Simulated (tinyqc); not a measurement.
Standing waves and exposure in a photoresist film, step by step. Values are carried at full precision from step to step, so a last printed digit may differ when a step is redone from the rounded ones.

Normal incidence from air. Unexposed resist: N1 = n1 + i k1 with k1 = (A + B) lam/(4 pi), lam in micrometres. r01 = (1 - N1)/(1 + N1), t01 = 2/(1 + N1). Substrate Ns = ns + i ks: r12 = (N1 - Ns)/(N1 + Ns). With p = exp(2 pi i N1 d/lam), the field at depth z is E(z) = t01 [exp(2 pi i N1 z/lam) + r12 p^2 exp(-2 pi i N1 z/lam)]/(1 + r01 r12 p^2), the relative intensity I(z) = n1 |E(z)|^2 and the reflectance R = |(r01 + r12 p^2)/(1 + r01 r12 p^2)|^2.

Values chosen for the exercise (a resist on polySi, indices near tabulated ones; not measured data):
- lam = 193 nm (vacuum wavelength)
- n1 = 1.693 (resist index)
- A = 0.12 1/micrometre (bleachable absorption (Dill A))
- B = 0.76 1/micrometre (fixed absorption (Dill B))
- d = 158 nm (resist thickness)
- ns = 0.99 (substrate n)
- ks = 2.208 (substrate k)
- C = 0.039 cm^2/mJ (exposure rate (Dill C))
- D = 80 mJ/cm^2 (incident dose)
- Ld = 20 nm (diffusion length of the post-exposure bake)

## Interface coefficients

Form N1, r01, t01 and r12.

N1 = 1.69300+0.01352i
r01 = -0.2574-0.0037i
t01 = 0.7426-0.0037i
r12 = -0.2463-0.6140i
|r12|^2 = 0.4376

Next to the bottom the intensity swings by a factor ((1 + |r12|)/(1 - |r12|))^2 = 24.1 between antinode and node.

## Round trip and reflectance

Form p^2, the denominator and R; the period of the standing wave is lam/(2 n1).

p^2 = 0.1197-0.8619i
1 + r01 r12 p^2 = 1.1443-0.0336i
R = 0.5220
period = 57.00 nm

The film holds 2.77 periods.

## Intensity and exposure over the lowest period

Nine depths from d - period to d. Without bleaching during the exposure the share of unexposed compound is m = exp(-C D I).

Profile:
```
z (nm)      I      m
101.0   0.605  0.152
108.1   0.153  0.620
115.3   0.144  0.639
122.4   0.580  0.164
129.5   1.206  0.023
136.6   1.652  0.006
143.8   1.657  0.006
150.9   1.216  0.023
158.0   0.586  0.161
```

I runs from 0.144 to 1.657 on these points, so m runs from 0.006 to 0.639; the least exposed point listed lies 42.7 nm above the bottom.

## Smoothing by the bake

Gaussian diffusion of length Ld multiplies a cosine of period L by exp(-2 pi^2 Ld^2/L^2). Give that factor, and the Ld that leaves 10 %.

factor = 0.0880
Ld for 10 % = 19.47 nm

## Checks

- R against the transfer-matrix product: both 0.52203.
- Absorption (A + B) d times the mean of I against 1 - R - T: both 0.135.

Program tinyqc; command `OMP_NUM_THREADS=1 python tinyqc.py 1650094 1650095 out.jsonl`; about 0.01 s on one thread of a shared Intel(R) Xeon(R) Processor @ 2.30GHz.
